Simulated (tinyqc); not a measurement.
Slope factor and drain-induced lowering from three currents.

Inverse problem. With source and body at 0 V, I = A exp((Vg + dd Vd)/(nf Vt)) (1 - exp(-Vd/Vt)). Find nf, the swing nf Vt ln 10 and dd.

Values chosen for this exercise: temperature T = 398 K.

Constants: q = 1.602176634e-19 C, kB = 1.380649e-23 J/K, Vt = kB T/q. Results are converted to the units shown.

currents at (Vg, Vd) = (0, 0.05), (0, 0.8) and (0.1, 0.8) V (nA/um): 0.028022842  0.15692960  1.7821112

Answer. The pair at equal Vd gives nf; the pair at equal Vg, after dividing out the factors 1 - exp(-Vd/Vt), gives dd.

nf = 1.20
swing = 94.8 mV/decade
dd = 0.0800

Numbers from tinyqc (`OMP_NUM_THREADS=1 python tinyqc.py 2242046 2242047 out.jsonl`; about 0.03 s on one thread of a shared Intel Xeon 2.30GHz).
